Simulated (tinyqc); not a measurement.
Worked calculation: current of a Schottky diode by thermionic-emission-diffusion theory, and its read-back from I-V-T and C-V data. Computed by tinyqc, a small Python program that keeps every step. Command: `OMP_NUM_THREADS=1 python tinyqc.py 3008971 3008972 out.jsonl schottky walk`. One thread of a shared host (Intel(R) Xeon(R) Processor @ 2.30GHz), about 0.01 s of CPU time with the checks. Intermediate numbers are printed to about 6 digits and carried at full precision; extremes and crossings named in words are read from the listed rows.

Full ionisation, no tunnelling, no recombination current. V is the voltage across the junction itself, forward positive.

Inputs (values chosen for the exercise, modelled on p-type silicon):
```
quantity                                     value           unit
Richardson constant A*                        31.4   A/(cm^2 K^2)
effective density of states at 300 K, N_c  2.7e+19         1/cm^3
permittivity eps                              11.7              -
mobility mu                                    490     cm^2/(V s)
barrier without image force phi_0            0.544             eV
doping N                                   7.8e+16         1/cm^3
series resistance R_s                        0.053  milliohm cm^2
junction voltage V                            0.14              V
temperature T                                  200              K
```

Barrier: uniform.

Constants: k_B = 8.617333262e-05 eV/K; e = 1.602176634e-19 C; eps_0 = 8.8541878128e-12 F/m.

## Barrier at the given bias

N_c(T) = N_c (T/300 K)^(3/2); V_bi = phi_0 - (k_B T/e) ln(N_c(T)/N); surface field F = sqrt(2 e N (V_bi - V - k_B T/e)/(eps eps_0)); image lowering d_phi = sqrt(e F/(4 pi eps eps_0)); effective barrier phi = phi_0 - d_phi.

built-in voltage V_bi = 0.453713 V

surface field F = 84.5759 kV/cm

image lowering = 32.2631 meV

effective barrier phi = 0.511737 eV

## Current

Collection velocity v_R = A* T^2/(e N_c(T)); diffusion velocity v_D = mu F; J = e N_c(T) v_R/(1 + v_R/v_D) exp(-phi/k_B T) [exp(e V/k_B T) - 1]. Terminal voltage V + J R_s.

v_R = 533399 cm/s

v_D = 4.14422e+07 cm/s

current density J = 5.32046e-04 A/cm^2

terminal voltage = 0.140000 V

v_D/v_R = 77.7: emission over the barrier limits the current.

## Read-back from the I-V curve

Ideality n = (e/k_B T)/(d ln J/dV) by a central difference of +/- 1 mV; J_0 = J exp(-e V/(n k_B T)); apparent barrier phi_IV = k_B T ln(A* T^2/J_0); a C-V plot gives phi_CV = phi_0, the mean without lowering.

ideality factor n = 1.02804

extrapolated J_0 = 1.96941e-07 A/cm^2

apparent barrier phi_IV = 0.508144 eV

phi_CV - phi_IV = 35.8565 meV

n exceeds 1 because forward bias lowers the field, which weakens the image lowering.

## Temperature series and Richardson plot

A least-squares line of ln(J_0/T^2) against 1/(k_B T) gives a barrier (minus the slope) and a Richardson constant (exp of the intercept).

At the same junction voltage:
```
T (K)  1/k_B T (1/eV)        n  J_0 (A/cm^2)  phi_IV (eV)  ln(J_0/T^2)
200           58.0226  1.02804   1.96941e-07     0.508144     -26.0370
250           46.4181  1.02979   1.07516e-04     0.509017     -20.1808
300           38.6817  1.03069   7.58073e-03     0.510228     -16.2897
350           33.1558  1.03073   1.63880e-01     0.511866     -13.5245
400           29.0113  1.03083   1.68230e+00     0.513923     -11.4628
450           25.7878  1.03377   1.05187e+01     0.516218      -9.8653
```

barrier from the Richardson plot = 0.501832 eV

Richardson constant from the plot = 22.2049 A/(cm^2 K^2)

From 200 to 450 K n goes from 1.028 to 1.034 and phi_IV from 0.508 to 0.516 eV. The plot returns 0.502 eV against phi_0 = 0.544 and a constant 0.707 times the true A*.

## Forward curve with series resistance

Terminal voltage V + J R_s; apparent ideality from neighbouring rows, (e/k_B T) dV_terminal/d ln J.

Forward curve; the last column belongs to the interval up to the next row:
```
V (V)   J (A/cm^2)  terminal voltage (V)  apparent n
0.105  7.35248e-05              0.105000     1.02644
0.146  7.46413e-04              0.146000     1.03043
0.186  7.09868e-03              0.186000     1.03475
0.227  7.07481e-02              0.227004     1.04138
0.268  6.96008e-01              0.268037     1.05711
0.308  6.35721e+00              0.308337     1.13710
0.349  5.94601e+01              0.352151     1.75012
0.390  5.20037e+02              0.417562           -
```

The resistance takes over where J R_s exceeds k_B T/e, at J = 325 A/cm^2; the apparent ideality climbs from 1.03 to 1.75, so barrier and n must be read below that current.

Checks made by the program: v_D = mu F against the drift-diffusion integral over the parabolic barrier, a ratio 2 y Dawson(y) with y^2 = (V_bi - V)/(k_B T/e) - 1 (relative difference 3e-02).
